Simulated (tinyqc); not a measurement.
Inside a calculation. Model: AlGaN/GaN HEMT with access regions, lumped model.

Computed by the program tinyqc: `OMP_NUM_THREADS=1 python tinyqc.py 2570144 2570145 out.jsonl`, one thread of a shared Intel Xeon 2.30GHz, about 0.03 s for the whole run. Printed values are rounded.

A polarisation-induced electron sheet under a Schottky gate, in series with two ungated access regions and contacts. Drift law v = mu E/(1 + mu E/vs) under the gate. Currents in mA/mm, resistances in ohm mm. No self-heating, no channel-length modulation; fits for polarisation, barrier and offset are chosen for the exercise.

Parameters, values chosen for the exercise; values close to those of AlGaN/GaN structures:
- x = 0.18 (aluminium share of the barrier)
- d = 25 nm (barrier thickness)
- eps_r = 9.5 (relative permittivity of barrier and channel)
- mu = 1600 cm^2/(V s) (channel mobility)
- vs = 1.4e7 cm/s (saturation velocity)
- Lg = 1.5 um (gate length)
- Ls = 1.5 um (source access length)
- Ld = 2 um (drain access length)
- Rc = 0.23 ohm mm (resistance of each contact)
- ft = 0.21 (share of the drain-access electrons removed by traps)
- Vg = -0.5 V (gate voltage)
- Vd = 6 V (drain voltage)
- Ec = 3 MV/cm (critical field)
- te = 0.26 um (depth over which the depleted charge spreads)
- tf = 50 nm (insulator under the field plate)
- ei = 3.9 (relative permittivity of that insulator)

Constants: q = 1.602176634e-19 C, eps0 = 8.8541878128e-14 F/cm where lengths are in cm. Results are converted to the units shown.

## Polarisation charge, threshold and sheet resistance

sigma = (5e13 x + 1.6e13 x^2) cm^-2, phiB = 0.84 + 1.3 x, dEc = 0.7 (1.71 x + x^2) in volts, Cb = eps0 eps_r/d, VT = phiB - dEc - q sigma/Cb, access density n0 = -Cb VT/q. Rsh = 1/(q mu n0); largest access current q n0 vs.

sigma = 9.51840e12 cm^-2
Cb = 0.336459 uF/cm^2
VT = -3.69668 V
n0 = 7.76308e12 cm^-2
Rsh = 502.499 ohm
q n0 vs = 1741.30 mA/mm

## Iteration 1: drain current

I at the start = 390 mA/mm

Access resistance R(L, n) = L/(q mu n sqrt(1 - (I/(q n vs))^2)); Rs = Rc + R(Ls, n0), Rd = Rc + R(Ld, (1 - ft) n0). Vg' = Vg - I Rs, Vd' = Vd - I (Rs + Rd); with u = Vg' - VT, Vc = vs Lg/mu and w the smaller of Vd' and Vc [sqrt(1 + 2 u/Vc) - 1] (0 if negative), the channel gives (mu Cb/Lg)(u w - w^2/2)/(1 + w/Vc). I(new) is that channel current.

Rs = 1.00340 ohm mm
Rd = 1.55658 ohm mm
Vg' = -0.891325 V
Vd' = 5.00161 V
channel current = 519.767 mA/mm
I after iteration 1 = 519.767 mA/mm

## Iteration 2: drain current

As before.

Rs = 1.01975 ohm mm
Rd = 1.60400 ohm mm
Vg' = -1.03003 V
Vd' = 4.63626 V
channel current = 483.169 mA/mm
I after iteration 2 = 483.169 mA/mm

## Course of the iteration: drain current

Stop when I changes by less than 1e-6 mA/mm, or after 60 iterations. I must stay below q (1 - ft) n0 vs.

Course of the iteration:
```
iteration  I (mA/mm)  |change| (mA/mm)
1            519.767               130
2            483.169              36.6
3            493.618              10.4
4            490.646              2.97
5            491.492             0.846
6            491.252             0.241
7            491.320            0.0686
8            491.301            0.0195
9            491.306           5.55e-3
10           491.305           1.58e-3
11           491.305           4.50e-4
12           491.305           1.28e-4
13           491.305           3.65e-5
14           491.305           1.04e-5
15           491.305           2.95e-6
16           491.305           8.41e-7
```

Converged in 16 iterations. At the end each change is about 0.28 times the one before, with alternating sign: linear convergence. Of Vd, 78.6 % reaches the channel; the access current is 36 % of its limit.

## On-resistance and breakdown

sigma = (5e13 x + 1.6e13 x^2) cm^-2, phiB = 0.84 + 1.3 x, dEc = 0.7 (1.71 x + x^2) in volts, Cb = eps0 eps_r/d, VT = phiB - dEc - q sigma/Cb, access density n0 = -Cb VT/q. Ron = 2 Rc + Ls/(q mu n0) + Ld/(q mu (1 - ft) n0) + Lg/(mu Cb (Vg - VT)). Off state: a depleted stretch that holds the voltage V has the peak field sqrt(k V), k = 2 q n0/(eps0 eps_r te), so one edge holds V1 = Ec^2/k. The sheet under the plate pinches off at Vf = q n0 (1/Cb + tf/(eps0 ei)); beyond it the gate edge is screened. BV = V1 if Vf >= V1, else Vf + V1, and at most Ec Ld. Specific resistance Ron (Ls + Lg + Ld); figure of merit BV^2 over it.

Ron = 3.35754 ohm mm
Vf = 21.7062 V
V1 = 79.1250 V
BV = 100.831 V
specific resistance = 0.167877 mohm cm^2
figure of merit = 60.5617 MW/cm^2

The plate raises BV by a factor of 1.27.
